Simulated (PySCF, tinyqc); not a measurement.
Inside a calculation. Method: coupled-perturbed Hartree-Fock on RHF in the sto-3g basis, for H4, spin multiplicity 1. The lowest restricted solution is unstable here: a spin-polarised one lies 0.1336 hartree lower (PySCF). The polarisability along this axis is zero because the basis has no function that the field can mix in; the real value is not. Computed by tinyqc, a small Python program that keeps every step (integrals from PySCF). Settings: charge = 0, multiplicity = 1, basis = sto-3g, method = RHF, energy threshold = 1e-10, iteration cap = 86, orthogonalisation = symmetric, start = Wolfsberg-Helmholz matrix, DIIS depth = 6. Command: `OMP_NUM_THREADS=1 python tinyqc.py 26250 26251 out.jsonl` (the two numbers bound the seeds that draw the settings). One thread of a shared host (Intel(R) Xeon(R) Processor @ 2.60GHz), about 0.08 s of CPU time with the checks. The early iterations of the SCF are left out here.

## One-electron integrals

Geometry (angstrom):
```
atom         x         y         z
H     0.000000  0.000000  0.000000
H     0.000000  0.000000  1.115000
H     0.000000  1.108000  0.000000
H     0.000000  1.108000  1.115000
```

Basis sto-3g: exponents (1/bohr^2) and contraction coefficients of normalised primitives:
```
element  l (shell)  exponent  coefficient
H            s (1)  3.425251     0.154329
H            s (1)  0.623914     0.535328
H            s (1)  0.168855     0.444635
```

Overlap, kinetic and nuclear-attraction integrals over the contracted functions; the nuclear repulsion is the sum of Za Zb / Rab.

nuclear repulsion = 2.57768395 hartree

overlap S, lower triangle:
```
          1H 1s     2H 1s     3H 1s     4H 1s
1H 1s  1.000000
2H 1s  0.431417  1.000000
3H 1s  0.435217  0.231424  1.000000
4H 1s  0.231424  0.435217  0.431417  1.000000
```

kinetic energy T (hartree), lower triangle:
```
          1H 1s     2H 1s     3H 1s     4H 1s
1H 1s  0.760032
2H 1s  0.074025  0.760032
3H 1s  0.075999  0.004215  0.760032
4H 1s  0.004215  0.075999  0.074025  0.760032
```

nuclear attraction V (hartree), lower triangle:
```
           1H 1s      2H 1s      3H 1s      4H 1s
1H 1s  -2.495594
2H 1s  -1.012603  -2.495594
3H 1s  -1.022394  -0.548715  -2.495594
4H 1s  -0.548715  -1.022394  -1.012603  -2.495594
```

core Hamiltonian H = T + V (hartree), lower triangle:
```
           1H 1s      2H 1s      3H 1s      4H 1s
1H 1s  -1.735562
2H 1s  -0.938577  -1.735562
3H 1s  -0.946395  -0.544499  -1.735562
4H 1s  -0.544499  -0.946395  -0.938577  -1.735562
```

## Two-electron integrals

Functions are numbered as in S; the eight-fold symmetry (ij|kl) = (ji|kl) = (kl|ij) leaves the list below.

Two-electron integrals (ij|kl) in chemists' order, unique and non-zero (hartree):
```
(11|11) 0.774606   (21|11) 0.259427   (21|21) 0.115798   (22|11) 0.442216
(22|21) 0.259427   (22|22) 0.774606   (31|11) 0.262276   (31|21) 0.094705
(31|22) 0.172751   (31|31) 0.118053   (32|11) 0.115196   (32|21) 0.052909
(32|22) 0.121592   (32|31) 0.053352   (32|32) 0.029926   (33|11) 0.444302
(33|21) 0.171711   (33|22) 0.331423   (33|31) 0.262276   (33|32) 0.121592
(33|33) 0.774606   (41|11) 0.121592   (41|21) 0.052909   (41|22) 0.115196
(41|31) 0.053352   (41|32) 0.029538   (41|33) 0.115196   (41|41) 0.029926
(42|11) 0.172751   (42|21) 0.094705   (42|22) 0.262276   (42|31) 0.078275
(42|32) 0.053352   (42|33) 0.172751   (42|41) 0.053352   (42|42) 0.118053
(43|11) 0.171711   (43|21) 0.077163   (43|22) 0.171711   (43|31) 0.094705
(43|32) 0.052909   (43|33) 0.259427   (43|41) 0.052909   (43|42) 0.094705
(43|43) 0.115798   (44|11) 0.331423   (44|21) 0.171711   (44|22) 0.444302
(44|31) 0.172751   (44|32) 0.115196   (44|33) 0.442216   (44|41) 0.121592
(44|42) 0.262276   (44|43) 0.259427   (44|44) 0.774606
```

## Orthogonalisation

S = U s U^T; symmetric (Loewdin) form X = U s^(-1/2) U^T, so that X^T S X = 1.

eigenvalues of S: 0.364789  0.764776  0.772376  2.098058

X, lower triangle:
```
           1H 1s      2H 1s      3H 1s     4H 1s
1H 1s   1.156854
2H 1s  -0.239917   1.156854
3H 1s  -0.242736   0.016183   1.156854
4H 1s   0.016183  -0.242736  -0.239917  1.156854
```

## Starting guess

The start is the generalised Wolfsberg-Helmholz matrix (K = 1.75) built on H; D = 2 C_occ C_occ^T.

D at the start, lower triangle:
```
           1H 1s      2H 1s      3H 1s     4H 1s
1H 1s   0.885668
2H 1s  -0.409037   0.885668
3H 1s   0.885668  -0.409037   0.885668
4H 1s  -0.409037   0.885668  -0.409037  0.885668
```

## Iteration 2 (converged): orbitals

converged F (hartree), lower triangle:
```
           1H 1s      2H 1s      3H 1s      4H 1s
1H 1s  -0.269228
2H 1s  -0.318244  -0.269228
3H 1s  -0.467809  -0.264174  -0.269228
4H 1s  -0.264174  -0.467809  -0.318244  -0.269228
```

Diagonalise F' = X^T F X, C = X C', fill 2 alpha and 2 beta electrons from the bottom; D = 2 C_occ C_occ^T. Each column has its largest component positive (the first on a tie).

F' = X^T F X (hartree), lower triangle:
```
           1          2          3         4
1   0.013118
2  -0.233086   0.013118
3  -0.427658   0.018732   0.013118
4   0.018732  -0.427658  -0.233086  0.013118
```

orbital energies (hartree): MO1 -0.628894, MO2 -0.200186, MO3 0.188958, MO4 0.692595

coefficients C:
```
            MO1        MO2        MO3        MO4
1H 1s  0.345192   0.568926   0.571745   0.827845
2H 1s  0.345192  -0.568926   0.571745  -0.827845
3H 1s  0.345192   0.568926  -0.571745  -0.827845
4H 1s  0.345192  -0.568926  -0.571745   0.827845
```

D after iteration 2, lower triangle:
```
           1H 1s      2H 1s      3H 1s     4H 1s
1H 1s   0.885668
2H 1s  -0.409037   0.885668
3H 1s   0.885668  -0.409037   0.885668
4H 1s  -0.409037   0.885668  -0.409037  0.885668
```

## Convergence

Stop when the energy changes by less than 1e-10 hartree and every element of the error matrix X^T (F D S - S D F) X is below 3e-06.

Course of the cycle:
```
iteration  E (hartree)    change  largest element of the error matrix
1          -1.78877779         -                             1.39e-15
2          -1.78877779  0.000000                             9.45e-16
```

PySCF RHF in the same basis = -1.78877779 hartree

Converged in 2 iterations.

## Populations, bond orders and dipole

Mulliken: Z minus the diagonal of D S on the atom; Loewdin: the same with S^(1/2) D S^(1/2); Mayer order: 2 sum_s sum (D(s) S)_ij (D(s) S)_ji over the two atoms.

Charges (e):
```
atom  Mulliken  Loewdin
1H           0        0
2H           0        0
3H           0        0
4H           0        0
```

Mayer bond orders:
```
pair     order
2-1          0
3-1   1.000000
3-2          0
4-1          0
4-2   1.000000
4-3          0
```

dipole moment about the origin, x y z (debye): 0.000000  0.000000  0.000000

## Integrals over molecular orbitals

(pq|rs) = sum C_ip C_jq C_kr C_ls (ij|kl), one index at a time.

one-electron integrals over orbitals h = C^T H C (hartree), lower triangle:
```
           1          2          3          4
1  -1.985185
2   0.000000  -1.552197
3   0.000000   0.000000  -1.547177
4   0.000000   0.000000   0.000000  -1.083060
```

Two-electron integrals over orbitals (pq|rs), unique and non-zero (hartree):
```
(11|11) 0.506014   (21|21) 0.136212   (22|11) 0.493245   (22|22) 0.501734
(31|31) 0.135433   (32|32) 0.082405   (33|11) 0.493070   (33|22) 0.483916
(33|33) 0.501488   (41|32) 0.081329   (41|41) 0.080313   (42|31) 0.135277
(42|42) 0.148624   (43|21) 0.135978   (43|43) 0.149406   (44|11) 0.497293
(44|22) 0.505003   (44|33) 0.504978   (44|44) 0.526239
```

## Response to a field: uncoupled start

dipole integrals <a|z|i> (bohr):
```
          i1        i2
a3  0.000000  0.000000
a4  0.000000  0.000000
```

Field along z; U_ai = -mu_ai / (e_a - e_i), alpha = -4 sum U_ai mu_ai.

uncoupled U:
```
          i1        i2
a3  0.000000  0.000000
a4  0.000000  0.000000
```

uncoupled polarisability = 0.000000 bohr^3

## Coupled step 1

U_ai = -(mu_ai + sum_bj [4 (ai|bj) - (ab|ij) - (aj|bi)] U_bj) / (e_a - e_i); alpha = -4 sum U_ai mu_ai.

U after step 1:
```
          i1        i2
a3  0.000000  0.000000
a4  0.000000  0.000000
```

polarisability = 0.000000 bohr^3

## Coupled polarisability

Repeat until U stops changing; compare with -d2E/dF2.

Course of the coupled iterations:
```
step  alpha (bohr^3)
0                  0
1                  0
```

coupled polarisability = 0.000000 bohr^3

finite-field check, fields of +/-0.001 au = 5.33e-09 bohr^3
